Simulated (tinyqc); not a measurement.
Drifting, spreading and decaying minority pulse (Haynes-Shockley), backward Euler time steps: two steps of the calculation.

Low injection in a uniform field: dn/dt = D d2n/dx2 - v dn/dx - n/tau with D = mu Vt and v = mu F towards +x. Exact solution on an infinite bar for a Gaussian start at x0: n = N0 exp(-t/tau) exp(-(x - x0 - v t)^2/(2 s^2))/sqrt(2 pi s^2), s^2 = s0^2 + 2 D t.

Values chosen for this exercise; mobility that of a made-up semiconductor: temperature T = 300 K; minority-carrier mobility mu = 543 cm^2/(V s); sweep field along the drift F = 2.4 V/cm; mesh step hx = 280 um; lifetime tau = 0.00013 s; time step dt = 1.7e-5 s.

Constants: q = 1.602176634e-19 C, kB = 1.380649e-23 J/K, Vt = kB T/q. Results are converted to the units shown.

Task 1. Coefficients of the scheme. Exponentially fitted fluxes: d = F hx/Vt, B(d) = d/(exp(d) - 1), k = D dt/hx^2; (L n)_i = a n_(i-1) + b n_i + c n_(i+1) with a = k B(-d), c = k B(d), b = -a - c - dt/tau. Explicit steps keep n positive for dt up to 1/[(D/hx^2)(B(d) + B(-d)) + 1/tau].

Find: D; v; d; a; b; c; positivity limit of dt.

Result 1.

D = 14.038 cm^2/s
v = 1303.2 cm/s
d = 2.5994
a = 0.85475
b = -1.0490
c = 0.063523
positivity limit of dt = 1.6205e-5 s

Task 2. Densities after a time step. (L n)_i = a n_(i-1) + b n_i + c n_(i+1), n = 0 beyond the ends. Backward Euler step: solve n(new) - L n(new) = n.

a = 0.85475135
b = -1.0490434
c = 0.063522778
n at t = 1 dt, node 1 to 10 (in units of 1e12 cm^-3): 0.0342119  0.2728462  1.0083076  1.7683647  1.6055412  0.9097939  0.4106907  0.1748305  0.0739100  0.0308315

Give: n at t = 2 dt.

Result 2.

n at t = 2 dt, node 1 to 10 (in units of 1e12 cm^-3): 0.022  0.161  0.595  1.151  1.295  1.004  0.630  0.354  0.187  0.093

Numbers from tinyqc (`OMP_NUM_THREADS=1 python tinyqc.py 2310027 2310028 out.jsonl`; about 0.01 s on one thread of a shared Intel Xeon 2.30GHz).
